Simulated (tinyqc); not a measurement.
Inside a calculation. Model: resonant-tunnelling diode, transfer matrices and Tsu-Esaki current.

Computed by the program tinyqc: `OMP_NUM_THREADS=1 python tinyqc.py 2600013 2600014 out.jsonl`, one thread of a shared Intel Xeon 2.30GHz, about 0.03 s for the whole run. Printed values are rounded.

Emitter (band edge 0), barrier d1, well Lw, barrier d2, collector (edge -V). The bias drops linearly over these layers and none in the contacts; each layer is cut into ns equal slices, flat at the value of their centres. E is the energy of motion across the layers, C = hbar^2/(2 m0), psi and psi'/m are continuous. Transport is coherent, T(E) is taken as independent of the transverse momentum, and charge in the well is ignored.

Values chosen for this exercise; masses and offsets of a made-up heterostructure: temperature T = 77 K; mass in the well, spacer and contacts mw = 0.057 m0; barrier height U1 = 0.3 eV; barrier mass m1 = 0.057 m0; emitter barrier d1 = 3.4 nm; well width Lw = 4.9 nm; collector barrier d2 = 3.4 nm; slices in each layer ns = 1; Fermi energy of both contacts above their band edges Ef = 0.083 eV; bias of the collector V = 0.14 V; trial energy E = 0.02383 eV.

Constants: q = 1.602176634e-19 C, kB = 1.380649e-23 J/K, hbar = 1.054571817e-34 J s, m0 = 9.1093837015e-31 kg, Vt = kB T/q, hbar^2/(2 m0) = 0.0380998212 eV nm^2. Results are converted to the units shown.

## Slices under bias

U = edge of the layer - V x/Lt at the centre x of each slice, Lt the summed thickness.

```
slice	U (eV)	m (m0)	width (nm)
0	0.279658	0.057	3.4
1	-0.070000	0.057	4.9
2	0.180342	0.057	3.4
```

## Running product of the slice matrices at the trial energy

For the pair (psi, psi'/m) a flat layer has M = [[cos kd, (m/k) sin kd], [-(k/m) sin kd, cos kd]] with k = sqrt(m (E - U)/C) above its edge U, and M = [[cosh Kd, (m/K) sinh Kd], [(K/m) sinh Kd, cosh Kd]] with K = sqrt(m (U - E)/C) below it. Later slices stand to the left. With M acting on (psi, psi'/m) and v = k/m in each lead, T(E) = 4 vL vR/[(vL vR M12 - M21)^2 + (vR M11 + vL M22)^2]. vL = sqrt(mw E/C)/mw, vR = sqrt(mw (E + V)/C)/mw.

Product after each layer:
```
	M11	M12 (nm)	M21 (1/nm)	M22
barrier d1	4.15815	0.371868	43.8065	4.15815
well	5.34234	0.513080	-37.8540	-3.44833
barrier d2	3.23451	0.365648	11.4027	1.59820
```

T(E) = 0.103168

## Transmission at three energies near the peak

three energies (eV): 0.026889  0.028689  0.030489

The same product at each energy.

T(E) at these energies: 0.324478  0.565999  0.528539

## Breit-Wigner parameters from a parabola through 1/T(E)

Near a resonance 1/T(E) = (1/Tp) [1 + (2 (E - Er)/G)^2]. With y = 1/T(E) at E0 - h, E0, E0 + h: a = (y1 + y3 - 2 y2)/(2 h^2), b = (y3 - y1)/(2 h), Er = E0 - b/(2 a), 1/Tp = y2 - b^2/(4 a), G = 2 sqrt(1/(Tp a)), tau = hbar/G.

Er = 0.0294325 eV
Tp = 0.608303
G = 5.43915 meV
tau = 121.014 fs

The true maximum of T(E) lies at 0.029398 eV with height 0.6017 and full width 5.758 meV; the fitted G is 5.5 % below that width.

## Current from the resonance alone

J = J0 times the integral over E > 0 of T(E) N(E), N = ln[(1 + exp((Ef - E)/Vt))/(1 + exp((Ef - V - E)/Vt))], J0 = q^2 mw m0 kB T/(2 pi^2 hbar^3) (times 1e-4 for A/cm^2 per eV). For a sharp resonance J = J0 (pi G/2) Tp N(Er), with Er the peak energy, Tp the peak transmission and G the full width at half maximum (in eV). The three values given are estimates from a parabola through three points of 1/T(E).

J0 = 6.12069e6 A/(cm^2 eV)
N(Er) = 8.07336
J = 256.818 kA/cm^2

The full integral over T(E) gives 252.3 kA/cm^2; the value above is 1.8 % above it. With the exact position, height and width of the peak (Er = 0.029398 eV, Tp = 0.6017, G = 5.758 meV) the formula is 6.6 % above it.
